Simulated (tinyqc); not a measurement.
Chemical vapour deposition: Grove model, boundary layer, depletion and step coverage: one step, computed by the program tinyqc. Command: `OMP_NUM_THREADS=1 python tinyqc.py 3022631 3022632 out.jsonl cvd walk`. One thread of a shared host (Intel(R) Xeon(R) Processor @ 2.30GHz), about 0.01 s of CPU time with the checks.

A precursor diffuses to the surface and reacts there at first order; each molecule that reacts adds one formula unit of film.

Question. Depletion along the susceptor. Plug flow: U b dC/dx = -k_eff C with k_eff = k_s h_g/(k_s + h_g), so C falls as exp(-k_eff x/(U b)); the used share of the precursor is 1 - C(L)/C(0).

Inputs (values chosen for the exercise, close to those used for tungsten from its fluoride):
```
quantity            value  unit
temperature T         480     C
gas velocity U        8.8  cm/s
susceptor length L     29    cm
channel height b      4.7    cm
```

Reactor: horizontal, reduced pressure.

surface rate constant k_s = 2.508651 cm/s

mass-transfer coefficient h_g = 7.385940 cm/s

growth rate G at the inlet = 17.72139 nm/min

Give: k_eff; depletion length; rate at the outlet over rate at the inlet; rate at the outlet.

Answer.

k_eff = 1.873 cm/s

depletion length = 22.09 cm

rate at the outlet over rate at the inlet = 0.2690

rate at the outlet = 4.767 nm/min

73.1 % of the precursor is used. Caution: the boundary layer is capped at b/2, so U, L and nu no longer affect h_g.
